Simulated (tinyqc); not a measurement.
Inside a calculation. Method: coherent transport through a tight-binding region between two chains. Computed by tinyqc, a small Python program that keeps every step. Settings: temperature = 300, mu = -0.01. Command: `OMP_NUM_THREADS=1 python tinyqc.py 30665 30666 out.jsonl` (the two numbers bound the seeds that draw the settings). One thread of a shared host (Intel(R) Xeon(R) Processor @ 2.60GHz), about 0.08 s of CPU time with the checks.

## Transmission at E = 0.68 eV

H of the central region (eV), lower triangle:
```
          1         2         3         4        5
1   0.00000
2  -2.38000   0.00000
3   0.00000  -2.38000   0.00000
4   0.00000   0.00000  -2.38000   0.00000
5   0.00000   0.00000   0.00000  -2.38000  0.00000
```

Leads: semi-infinite chains with site energy 0:

| parameter | value |
|---|---|
| lead hopping t (eV) | 2.770000 |
| coupling to the left lead (eV) | 0.570000 |
| coupling to the right lead (eV) | 0.340000 |
| left contact site | 1 |
| right contact site | 5 |

E = 0.68000 eV

Surface Green function g = (E - i sqrt(4 t^2 - E^2)) / (2 t^2); self-energy tc^2 g on each contact site; G = (E - H - Sigma)^(-1); Gamma = -2 Im Sigma; T = Gamma_L Gamma_R |G_LR|^2; local density of states -Im G_ii / pi.

g = 0.04431-0.35828i 1/eV

G (1/eV), lower triangle:
```
                   1                  2                  3                  4
1   0.41960-0.03323i
2   0.30119-0.01123i  -0.08478-0.01159i
3  -0.50566+0.03644i   0.14320+0.01454i   0.46474-0.04059i
4  -0.15672+0.00082i   0.04387+0.00744i   0.14419-0.00294i  -0.08507-0.00659i
5   0.55044-0.03667i  -0.15573-0.01667i  -0.50594+0.04143i   0.30029+0.00483i

                  5
5  0.42015-0.04281i
```

local density of states (1/eV): 0.01058  0.00369  0.01292  0.00210  0.01363

transmission = 0.00587

## Transmission across the band

The same steps on a grid of energies.

T(E):

| E (eV) | T |
|---|---|
| -5.2630000 | 1.38e-06 |
| -4.7367000 | 3.20e-05 |
| -4.2104000 | 0.00822 |
| -3.6841000 | 0.00117 |
| -3.1578000 | 0.00160 |
| -2.6315000 | 0.01628 |
| -2.1052000 | 0.01471 |
| -1.5789000 | 0.00349 |
| -1.0526000 | 0.00338 |
| -0.5263000 | 0.00896 |
| 0.0000000 | 0.77424 |
| 0.5263000 | 0.00896 |
| 1.0526000 | 0.00338 |
| 1.5789000 | 0.00349 |
| 2.1052000 | 0.01471 |
| 2.6315000 | 0.01628 |
| 3.1578000 | 0.00160 |
| 3.6841000 | 0.00117 |
| 4.2104000 | 0.00822 |
| 4.7367000 | 3.20e-05 |
| 5.2630000 | 1.38e-06 |

levels of the isolated region (eV): -4.12228  -2.38000  0.00000  2.38000  4.12228

## Current

I = (2e/h) int T(E) [f(E - mu - V/2) - f(E - mu + V/2)] dE at 300 K with mu = -0.01 eV, the bias not changing H; 2e^2/h = 77.48092 microsiemens; the integral runs over the band on 4001 points.

Current:

| V (volt) | I (microampere) |
|---|---|
| 0.01000 | 0.42486 |
| 0.05000 | 2.07843 |
| 0.10000 | 3.90123 |
| 0.20000 | 6.38670 |
| 0.40000 | 8.32062 |
| 0.80000 | 9.27127 |
